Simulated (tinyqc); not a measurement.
# Changing the coupling Delta_1

Model: valley-orbit splitting of a donor ground state, with strain. Computed by tinyqc, a small Python program. Command: `OMP_NUM_THREADS=1 python tinyqc.py 3005210 3005211 out.jsonl valleyorbit sweep`. One thread of a shared host (Intel(R) Xeon(R) Processor @ 2.30GHz), about 0.01 s of CPU time with the checks.

The basis is the 1s envelope in each valley; energies are counted from the unstrained conduction-band edge. The strain is e_s (a a^T - 1/3) for the unit stress axis a, so valley j along n_j moves by Xi_u e_s w_j with w_j = (n_j.a)^2 - 1/3: -1/3 for x and y, +2/3 for z.

Inputs (values chosen for the exercise, for a model many-valley semiconductor):

| quantity | value | unit |
|---|---|---|
| single-valley binding energy E_0 | 19.9 | meV |
| central-cell shift Lambda | 2.48 | meV |
| coupling Delta_2 | 1.57 | meV |
| shear deformation potential Xi_u | 8.5 | eV |
| shear strain e_s | -0.00019 | - |

Valleys: six along <100>. Stress axis: [001].

Method:
- By symmetry: E(A1) = E_0 + Lambda + 4 Delta_1 + Delta_2 (one state), E(T2) = E_0 + Lambda - Delta_2 (three), E(E) = E_0 + Lambda - 2 Delta_1 + Delta_2 (two), as binding energies.
- H_jj = -(E_0 + Lambda) + Xi_u e_s w_j; H_jk = -Delta_2 between opposite valleys and -Delta_1 between perpendicular ones.
- Diagonalise H; the ground vector has positive components. The density at the nucleus, and so the contact hyperfine coupling, scales as (sum_j c_j)^2/(number of valleys), which is 1 without strain; the envelopes are held fixed.
- The binding energy is counted from the lowest valley edge, min_j Xi_u e_s w_j; the gap is from the ground state to the next level.

One run for each value:

| coupling Delta_1 (meV) | E(A1) (meV) | E(T2) (meV) | hyperfine ratio A/A_0 | binding energy under strain (meV) | gap to the first excited state (meV) |
|---|---|---|---|---|---|
| 0.36 | 25.39 | 20.81 | 0.86451 | 24.615 | 2.224 |
| 0.52 | 26.03 | 20.81 | 0.93067 | 25.161 | 2.997 |
| 0.74 | 26.91 | 20.81 | 0.96579 | 25.977 | 4.188 |
| 1.10 | 28.35 | 20.81 | 0.98494 | 27.367 | 6.250 |
| 1.50 | 29.95 | 20.81 | 0.99210 | 28.941 | 8.131 |
| 2.20 | 32.75 | 20.81 | 0.99642 | 31.719 | 10.909 |
| 3.20 | 36.75 | 20.81 | 0.99834 | 35.704 | 14.894 |
| 4.50 | 41.95 | 20.81 | 0.99917 | 40.895 | 20.085 |

Over the rows, E(A1) (meV) rises from 25.4 to 42.0 (exponent d ln y / d ln x 0.068 between the first rows and 0.39 between the last); E(T2) (meV) does not change; hyperfine ratio A/A_0 rises from 0.865 to 0.999 (exponent d ln y / d ln x 0.20 between the first rows and 0.0024 between the last). A larger valley-orbit coupling resists the strain, so A/A_0 moves back towards 1.

Extremes, crossings and ranges named in words are read from the listed rows.
